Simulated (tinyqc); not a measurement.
Permeation of metal atoms or ions through a thin barrier or dielectric: time lag, field-aided drift and lifetime. Which input was changed? Computed by tinyqc, a small Python program. Command: `OMP_NUM_THREADS=1 python tinyqc.py 3017038 3017039 out.jsonl barrier which`. One thread of a shared host (Intel(R) Xeon(R) Processor @ 2.30GHz), about 0.2 s of CPU time with the checks.

The film 0 < x < d is empty at first; C = C0 at x = 0 and C = 0 at x = d. dC/dt = D d2C/dx2 - v dC/dx with drift v = D z e V/(k_B T d) (uniform field, no space charge).

Inputs (values chosen for the exercise, for a model case: singly charged ions through a dielectric):
```
quantity,value,unit
thickness d,32,nm
prefactor D0,3.4e-08,cm^2/s
activation energy E,0.783,eV
concentration at the source side C0,4.3e+13,1/cm^3
charge number z,1,-
voltage V (positive drives ions across),0.07,V
critical dose Q_c,1e+07,1/cm^2
test temperature T,300,C
use temperature T_u,85,C
```

Constants: k_B = 8.617333262e-05 eV/K.

Method:
- D = D0 exp(-E/(k_B T)); time scale d^2/D; Peclet number P = z V/(k_B T), k_B T in eV; 1 nm = 1e-7 cm.
- Temperatures in kelvin are T(C) + 273.15.
- Steady flux J = (D C0/d) P/(1 - exp(-P)); time lag in units of d^2/D: s_L = [P (1 + exp(-P))/(1 - exp(-P)) - 2]/P^2 (P = 0: J = D C0/d, s_L = 1/6).
- Dose through the film Q(s) = C0 d {f (s - s_L) - 2 exp(P/2) sum_(n=1..200) (-1)^n n^2 pi^2 exp(-l_n s)/l_n^2}, l_n = n^2 pi^2 + P^2/4, f = P/(1 - exp(-P)) the relative flux.
- Solve Q = Q_c for s. At the use temperature D and P take T_u, with the same C0 and V; 1 year = 3.15576e7 s.

Problem. One of these inputs alone was changed, within the range given: thickness d (16 to 64); prefactor D0 (1.7e-08 to 6.8e-08); concentration at the source side C0 (2.15e+13 to 8.6e+13); critical dose Q_c (5e+06 to 2e+07). Which one, and to what value?

Results:
```
run,failure time at T (s),steady flux J (1/(cm^2 s)),time lag (s)
before,378.6784,111373.8,372.8901
after,428.7321,111373.8,372.8901
```

Solution.

Each candidate set to reproduce failure time at T, and what it then gives:
```
candidate,range searched,value needed,steady flux J (1/(cm^2 s)),time lag (s)
thickness d (nm),16 to 64,34.54,1.0318e+05,434.48
prefactor D0 (cm^2/s),1.7e-08 to 6.8e-08,3.003e-8,9.8371e+04,422.18
concentration at the source side C0 (1/cm^3),2.15e+13 to 8.6e+13,3.139e13,8.1295e+04,372.89
critical dose Q_c (1/cm^2),5e+06 to 2e+07,1.370e7,1.1137e+05,372.89
```

Only critical dose Q_c fits every result: it went from 10000000 to 1.37e7 1/cm^2. The next best candidate, prefactor D0, misses one result by 13 %.

Caution: grain boundaries, pinholes, trapping and space charge are left out; thin real barriers usually fail at defects.
